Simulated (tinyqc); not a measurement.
Three-level Kane dispersion of a narrow-gap semiconductor: one step. Fermi level and mass at a given density. Five cases, with inputs chosen for the exercise.

Question. Compare EF - Ec with the parabolic value c kF^2/m0*.

Zero of energy at Gamma8, c = hbar^2/2m0, P^2 = Ep c. The free-electron term and remote bands are left out, so the heavy holes are flat at E = 0 and the other three bands obey E (E - Eg)(E + Dso) = P^2 k^2 (E + 2 Dso/3). The conduction band is the highest root; its edge is Ec = max(Eg, 0).

Degenerate electrons at T = 0: kF = (3 pi^2 n)^(1/3), 1 cm^-3 = 1e-24 angstrom^-3; EF is the highest root at kF. The momentum (cyclotron, optical) mass is m(E) = hbar^2 k/(dE/dk) = c d(k^2)/dE with d(k^2)/dE = k^2 [1/E + 1/(E - Eg) + 1/(E + Dso) - 1/(E + 2 Dso/3)]; the density of states is k d(k^2)/dE/(2 pi^2).

Edge mass m0* = Eg (Eg + Dso)/(Ep (Eg + 2 Dso/3)).
Constants: hbar^2/2m0 = 3.80998211 eV angstrom^2.

Give: kF; EF - Ec; parabolic value; m(EF); m(EF)/m0*; density of states at EF.

Case 1.

Values chosen (a narrow-gap II-VI alloy; shifted at random, so the results belong to these values and not to a real crystal): Eg = 0.274 eV (E(Gamma6) - E(Gamma8)); Dso = 0.98 eV (spin-orbit splitting); Ep = 19.7 eV (Kane energy); n = 6.4e+17 cm^-3 (electron density).

Answer.

kF = 0.02666 1/angstrom
EF - Ec = 0.1065 eV
parabolic value = 0.1440 eV
m(EF) = 0.03191 m0
m(EF)/m0* = 1.696
density of states at EF = 1.131e+19 1/(eV cm^3)

The parabola overstates EF - Ec by a factor of 1.35; (EF - Ec)/|Eg| = 0.39, and the two-level rule 1 + 2 (EF - Ec)/|Eg| = 1.778 estimates the mass ratio.

Case 2.

Values chosen (a gap close to zero; shifted at random, so the results belong to these values and not to a real crystal): Eg = 0.029 eV (E(Gamma6) - E(Gamma8)); Dso = 1.05 eV (spin-orbit splitting); Ep = 19.6 eV (Kane energy); n = 1.2e+18 cm^-3 (electron density).

Answer.

kF = 0.03288 1/angstrom
EF - Ec = 0.2291 eV
parabolic value = 1.8803 eV
m(EF) = 0.03278 m0
m(EF)/m0* = 14.970
density of states at EF = 1.433e+19 1/(eV cm^3)

The parabola overstates EF - Ec by a factor of 8.21; (EF - Ec)/|Eg| = 7.90, and the two-level rule 1 + 2 (EF - Ec)/|Eg| = 16.797 estimates the mass ratio.

Case 3.

Values chosen (a narrow-gap II-VI alloy; shifted at random, so the results belong to these values and not to a real crystal): Eg = 0.206 eV (E(Gamma6) - E(Gamma8)); Dso = 0.98 eV (spin-orbit splitting); Ep = 19.3 eV (Kane energy); n = 2.5e+16 cm^-3 (electron density).

Answer.

kF = 0.00905 1/angstrom
EF - Ec = 0.0195 eV
parabolic value = 0.0212 eV
m(EF) = 0.01731 m0
m(EF)/m0* = 1.175
density of states at EF = 2.082e+18 1/(eV cm^3)

The parabola overstates EF - Ec by a factor of 1.09; (EF - Ec)/|Eg| = 0.09, and the two-level rule 1 + 2 (EF - Ec)/|Eg| = 1.189 estimates the mass ratio.

Case 4.

Values chosen (near those of InAs; shifted at random, so the results belong to these values and not to a real crystal): Eg = 0.411 eV (E(Gamma6) - E(Gamma8)); Dso = 0.39 eV (spin-orbit splitting); Ep = 20.9 eV (Kane energy); n = 4.2e+16 cm^-3 (electron density).

Answer.

kF = 0.01075 1/angstrom
EF - Ec = 0.0181 eV
parabolic value = 0.0188 eV
m(EF) = 0.02533 m0
m(EF)/m0* = 1.079
density of states at EF = 3.622e+18 1/(eV cm^3)

The parabola overstates EF - Ec by a factor of 1.04; (EF - Ec)/|Eg| = 0.04, and the two-level rule 1 + 2 (EF - Ec)/|Eg| = 1.088 estimates the mass ratio.

Case 5.

Values chosen (a narrow-gap II-VI alloy; shifted at random, so the results belong to these values and not to a real crystal): Eg = 0.077 eV (E(Gamma6) - E(Gamma8)); Dso = 1.03 eV (spin-orbit splitting); Ep = 18.5 eV (Kane energy); n = 6.7e+17 cm^-3 (electron density).

Answer.

kF = 0.02707 1/angstrom
EF - Ec = 0.1593 eV
parabolic value = 0.4628 eV
m(EF) = 0.02852 m0
m(EF)/m0* = 4.727
density of states at EF = 1.027e+19 1/(eV cm^3)

The parabola overstates EF - Ec by a factor of 2.90; (EF - Ec)/|Eg| = 2.07, and the two-level rule 1 + 2 (EF - Ec)/|Eg| = 5.138 estimates the mass ratio.

Computed by tinyqc, one run a case: `OMP_NUM_THREADS=1 python tinyqc.py N N+1 out.jsonl` with N = 1050629, 1050767, 1051053, 1051165, 1051401; one thread of a shared Intel(R) Xeon(R) Processor @ 2.30GHz, about 0.01 s a run at most.
